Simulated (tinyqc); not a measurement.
# Double-gate transistor below threshold, two-dimensional Poisson equation on a small mesh, step by step

Computed by the program tinyqc: `OMP_NUM_THREADS=1 python tinyqc.py 2480108 2480109 out.jsonl`, one thread of a shared Intel Xeon 2.30GHz, about 0.1 s for the whole run. Printed values are rounded.

Half of a symmetric double-gate structure: row 0 is the mid-plane of the body, where the normal field vanishes. Mobile charge is neglected (subthreshold), the body is fully depleted, and potentials are counted from the intrinsic level; rows run upward to the gate, columns from source to drain.

Inputs (values chosen for the exercise); semiconductor permittivity close to that of silicon: temperature T = 300 K; relative permittivity of the semiconductor eps_r = 11.9; relative permittivity of the insulator eox = 3.9; half the body thickness tb = 8 nm; insulator thickness tox = 1.4 nm; channel length L = 56 nm; acceptor density of the depleted body Na = 7.3e17 cm^-3; potential of the source Vbi = 0.6 V; gate offset Vfb = -0.09 V; gate voltage Vg = 0.05 V; drain voltage Vd = 0.05 V.

Constants: q = 1.602176634e-19 C, kB = 1.380649e-23 J/K, Vt = kB T/q, eps0 = 8.8541878128e-14 F/cm where lengths are in cm. Results are converted to the units shown.

## Coefficients of the five-point equations

Mesh: rows i = 0..3 in the semiconductor (step hs = tb/3, row 3 on the interface), then 2 step(s) ho = tox/2 up to the gate row 5; columns j = 0..6 (step hy = L/6). Box integration, divided by eps0: up_i = eps hy/h of the interval above row i, dn_i = that of the interval below (0 for row 0), lat_i = (sum of eps h/2 over the intervals above and below)/hy, s_i = -q Na w_i hy/eps0 with w_i the semiconductor height of the box (hs/2 for row 0 and the interface row, hs between, 0 in the insulator). Each free node obeys (up + dn + 2 lat) psi = up psi(above) + dn psi(below) + lat [psi(left) + psi(right)] + s.

up, row 0 to 4: [41.65, 41.65, 41.65, 52, 52]
dn, row 0 to 4: [0, 41.65, 41.65, 41.65, 52]
lat, row 0 to 4: [1.7, 3.4, 3.4, 1.84625, 0.2925]
s, row 0 to 4 (V): [-0.164384, -0.328768, -0.328768, -0.164384, 0]

## Iteration 1: over-relaxation sweep (omega = 1.5)

psi at the start (fixed values on the edges, free nodes linear between source and drain columns) (V):
```
            j=0       j=1       j=2       j=3       j=4       j=5       j=6
row 0  0.600000  0.608333  0.616667  0.625000  0.633333  0.641667  0.650000
row 1  0.600000  0.608333  0.616667  0.625000  0.633333  0.641667  0.650000
row 2  0.600000  0.608333  0.616667  0.625000  0.633333  0.641667  0.650000
row 3  0.600000  0.608333  0.616667  0.625000  0.633333  0.641667  0.650000
row 4  0.370000  0.374167  0.378333  0.382500  0.386667  0.390833  0.395000
row 5  0.140000  0.140000  0.140000  0.140000  0.140000  0.140000  0.140000
```

Free nodes: rows 0..4, columns 1..5, taken row by row from row 0, left to right. t = (up psi(above) + dn psi(below) + lat [psi(left) + psi(right)] + s)/(up + dn + 2 lat), with the newest neighbours; psi(new) = psi + 1.5 (t - psi).

psi after iteration 1 (V):
```
            j=0       j=1       j=2       j=3       j=4       j=5       j=6
row 0  0.600000  0.602860  0.610884  0.619199  0.627531  0.635865  0.650000
row 1  0.600000  0.599064  0.606659  0.614938  0.623267  0.631601  0.650000
row 2  0.600000  0.596433  0.603580  0.611809  0.620133  0.628467  0.650000
row 3  0.600000  0.410526  0.409132  0.413783  0.418667  0.423563  0.650000
row 4  0.370000  0.226641  0.222934  0.224321  0.225904  0.227496  0.395000
row 5  0.140000  0.140000  0.140000  0.140000  0.140000  0.140000  0.140000
```

## Iteration 2: over-relaxation sweep (omega = 1.5)

As before.

psi after iteration 2 (V):
```
            j=0       j=1       j=2       j=3       j=4       j=5       j=6
row 0  0.600000  0.592415  0.598977  0.607143  0.615462  0.624123  0.650000
row 1  0.600000  0.587639  0.593116  0.601126  0.609427  0.618556  0.650000
row 2  0.600000  0.456561  0.448165  0.452826  0.458542  0.465642  0.650000
row 3  0.600000  0.295543  0.279352  0.280808  0.283483  0.293386  0.650000
row 4  0.370000  0.213997  0.203127  0.203480  0.204692  0.211989  0.395000
row 5  0.140000  0.140000  0.140000  0.140000  0.140000  0.140000  0.140000
```

## Course of the iteration: over-relaxation sweep (omega = 1.5)

Stop when the largest change of psi is below 1e-7 V, or after 400 iterations. Fixed values: gate row Vg - Vfb; column 0 at Vbi and the last column at Vbi + Vd in the semiconductor, each running linearly to Vg - Vfb across the insulator.

Course of the iteration:
```
iteration  psi at row 0, j = 3 (V)  largest |change| of one entry (V)
1                         0.619199                              0.218
2                         0.607143                              0.163
3                         0.592533                              0.123
4                         0.422093                              0.173
5                         0.281686                              0.143
6                         0.217361                             0.0643
7                         0.173284                             0.0441
8                         0.140317                             0.0330
9                         0.122726                             0.0176
...                            ...                                ...
19                        0.106031                            4.68e-6
20                        0.106032                            3.72e-6
21                        0.106033                            2.12e-6
22                        0.106034                            9.54e-7
23                        0.106034                            6.28e-7
24                        0.106035                            3.80e-7
25                        0.106035                            2.07e-7
26                        0.106035                            1.13e-7
27                        0.106035                            5.56e-8
```

Converged in 27 iterations. The changes do not fall evenly; from iteration 22 to 27 they shrink by a factor of 1.8 a step on average.

## Barrier, swing and barrier lowering

converged psi (V):
```
            j=0       j=1       j=2       j=3       j=4       j=5       j=6
row 0  0.600000  0.256003  0.133012  0.106035  0.138190  0.273711  0.650000
row 1  0.600000  0.250929  0.133040  0.107568  0.137918  0.267830  0.650000
row 2  0.600000  0.234876  0.133417  0.112438  0.137412  0.249251  0.650000
row 3  0.600000  0.205194  0.135119  0.121450  0.137709  0.214981  0.650000
row 4  0.370000  0.173051  0.137640  0.130767  0.138941  0.177991  0.395000
row 5  0.140000  0.140000  0.140000  0.140000  0.140000  0.140000  0.140000
```

d psi/dVg on row 0: j=0 0.000000, j=1 0.639475, j=2 0.874093, j=3 0.927964, j=4 0.874093, j=5 0.639475, j=6 0.000000
d psi/dVd on row 0: j=0 0.00000, j=1 0.00318, j=2 0.01117, j=3 0.03602, j=4 0.11474, j=5 0.35734, j=6 1.00000

The barrier is read along row 0, the path farthest from the gate. Take the node j of lowest psi: barrier Vbi - psi_j; swing Vt ln 10/(d psi_j/dVg); DIBL = (d psi_j/dVd)/(d psi_j/dVg). The derivatives solve the same equations with s = 0 and a unit change of that voltage.

j = 3
barrier = 0.493965 V
swing = 64.1474 mV/decade
DIBL = 38.8141 mV/V

A mesh of 12, 8 and 80 steps (semiconductor, insulator, channel) gives a barrier of 0.501 V, a swing of 63.3 mV a decade and a DIBL of 30.0 mV/V; the small mesh puts the barrier 1.4 % below that. In this column psi is higher at the interface than on row 0, so electrons would pass more easily near the interface.
